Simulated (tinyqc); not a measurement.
Tuning the Rashba term through the balance point: two-dimensional electron gas with Rashba and Dresselhaus coupling.

H = c k^2/m + al (ky sx - kx sy) + b1 (kx sx - ky sy) + gam kx ky (kx sy - ky sx), s the Pauli matrices, x = [100], c = hbar^2/2m0, b1 = gam (pi/L)^2 (hard walls). H = c k^2/m + B.s, so E = c k^2/m -/+ |B| and the lower state has its spin along -B.

Constants: hbar^2/2m0 = 3.80998211 eV angstrom^2.

Inputs chosen for the exercise (of the size met in InAs; not measured data):

| symbol | value | unit | meaning |
|---|---|---|---|
| m | 0.0248 | m0 | mass |
| gam | 23.8 | eV angstrom^3 | bulk Dresselhaus constant |
| L | 138 | angstrom | width of the (001) well |
| n | 3.2 | 1e11/cm^2 | sheet density (one subband filled) |

al = f (b1 - b3) at k0 = sqrt(2 pi n), b3 = gam k0^2/4. Helix wavelength along [110]: 2 pi c/(m |al + b1 - b3|). Dyakonov-Perel rates are proportional to the mean squares of the first harmonics: for spin along z, al^2 + (b1 - b3)^2; for the most protected in-plane spin, (al - (b1 - b3))^2/2 (third harmonic left out); both are given over (b1 - b3)^2.

Against f:

| f | al (meV angstrom) | wavelength (micron) | rate, z | rate, in plane |
|---|---|---|---|---|
| 0.00 | 0.000 | 8.666 | 1.000 | 0.5000 |
| 0.25 | 2.785 | 6.933 | 1.062 | 0.2812 |
| 0.50 | 5.569 | 5.778 | 1.250 | 0.1250 |
| 0.75 | 8.354 | 4.952 | 1.562 | 0.0312 |
| 1.00 | 11.138 | 4.333 | 2.000 | 0.0000 |
| 1.25 | 13.923 | 3.852 | 2.562 | 0.0312 |
| 2.00 | 22.276 | 2.889 | 5.000 | 0.5000 |

Give the missing row, f = 0.90.

Computed row:
```
f     al (meV angstrom)  wavelength (micron)  rate, z  rate, in plane
0.90             10.024                4.561    1.810          0.0050
```

At f = 1, al = 11.14 meV angstrom, the first harmonic points along one axis for all k and the listed in-plane rate vanishes; the helix would have wavelength 4.33 micron. The third harmonic, b3/(b1 - b3) = 0.11, is small and sets its lifetime. The uniform z spin still relaxes there, twice as fast as at f = 0.

Program tinyqc; command `OMP_NUM_THREADS=1 python tinyqc.py 1481561 1481562 out.jsonl`; about 0.01 s on one thread of a shared Intel(R) Xeon(R) Processor @ 2.30GHz.
